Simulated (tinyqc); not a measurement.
Peak gain against injection: optical gain and spontaneous emission in a bulk direct-gap semiconductor.

Parabolic bands, vertical transitions, no excitons. For each hole band j: mr = me mj/(me + mj); joint density of states J_j(E) = (mr/c)^(3/2) sqrt(E - Eg)/(2 pi^2), both spins, c = hbar^2/2m0; averaged matrix element |e.p|^2 = m0 Ep/6; alpha_j(E) = 4 pi^2 alpha_f c Ep J_j/(3 nr E) in 1/angstrom (alpha_f the fine-structure constant, listed as alpha among the constants), times 1e8 for 1/cm.

F_j(eta) = (1/Gamma(j + 1)) integral_0^infinity x^j dx/(1 + exp(x - eta)), which tends to exp(eta) for eta << 0.

Quasi-Fermi levels: n = Nc F_1/2(Fc/kT) and p = Nv F_1/2(Fv/kT), Fc counted up from the conduction edge and Fv down from the valence edge; Nc, Nv from N = 2 (m kB T/(4 pi c))^(3/2) with c = hbar^2/2m0, in 1/angstrom^3; times 1e24 for 1/cm^3, with me and (mhh^(3/2) + mlh^(3/2))^(2/3).

For band j the electron sits at Ee = (E - Eg) mr/me above its edge and the hole at Eh = (E - Eg) mr/mj; fe = 1/(1 + exp((Ee - Fc)/kT)), fh = 1/(1 + exp((Eh - Fv)/kT)); gain g = sum_j alpha_j (fe + fh - 1).

Spontaneous rate: R = integral of (nr E/(hbar c))^2/(pi^2 hbar) sum_j alpha_j fe fh dE, with alpha in 1/cm and (nr E/(hbar c))^2 in 1/cm^2 (1e16 per 1/angstrom^2); B = R/(n p); lifetime n/R.

Constants: hbar^2/2m0 = 3.80998211 eV angstrom^2; fine-structure constant alpha = 0.007297352564; kB = 8.617333262e-05 eV/K; hbar = 6.58211957e-16 eV s; hbar c = 1973.269805 eV angstrom.

Values chosen for the exercise (near those of InGaAs; the results hold for these values, not for the real material): Eg = 0.747 eV (direct gap); me = 0.0402 m0 (electron mass); mhh = 0.457 m0 (heavy-hole mass); mlh = 0.0498 m0 (light-hole mass); Ep = 22.2 eV (Kane energy); nr = 3.6 (refractive index); T = 200 K.

The peak is the largest g over E; a dash marks no gain.

Gain:

| n (1/cm^3) | Fc (eV) | Fv (eV) | peak gain (1/cm) | peak E - Eg (eV) | B (cm^3/s) |
|---|---|---|---|---|---|
| 1.9e+17 | 0.0197 | -0.0538 | - | - | 2.36e-10 |
| 3.0e+17 | 0.0333 | -0.0458 | - | - | 2.24e-10 |
| 4.4e+17 | 0.0470 | -0.0390 | 25 | 0.0028 | 2.10e-10 |
| 5.3e+17 | 0.0547 | -0.0356 | 89 | 0.0070 | 2.02e-10 |
| 6.9e+17 | 0.0670 | -0.0309 | 217 | 0.0143 | 1.91e-10 |
| 8.8e+17 | 0.0801 | -0.0264 | 369 | 0.0223 | 1.80e-10 |
| 1.1e+18 | 0.0940 | -0.0223 | 534 | 0.0309 | 1.69e-10 |
| 1.5e+18 | 0.1167 | -0.0164 | 802 | 0.0446 | 1.54e-10 |

transparency density (Fc + Fv = 0) = 3.81e+17 1/cm^3

Gain starts at 3.81e+17 1/cm^3, where Fc = -Fv = 0.0415 eV: with Nv/Nc = 40 the electrons must be degenerate before the holes are. The slope of peak gain against n is 7.02e-16 cm^2 between the first two rows with gain and 6.70e-16 between the last two; the peak moves from 0.0028 to 0.0446 eV above the gap as the bands fill, and B falls by a factor 1.54. Line broadening and gap shrinkage are left out.

Computed by tinyqc, a small Python program: `OMP_NUM_THREADS=1 python tinyqc.py 1682383 1682384 out.jsonl` (the numbers bound the seed that draws the inputs); one thread of a shared host (Intel(R) Xeon(R) Processor @ 2.30GHz), about 0.08 s for the whole set of steps.
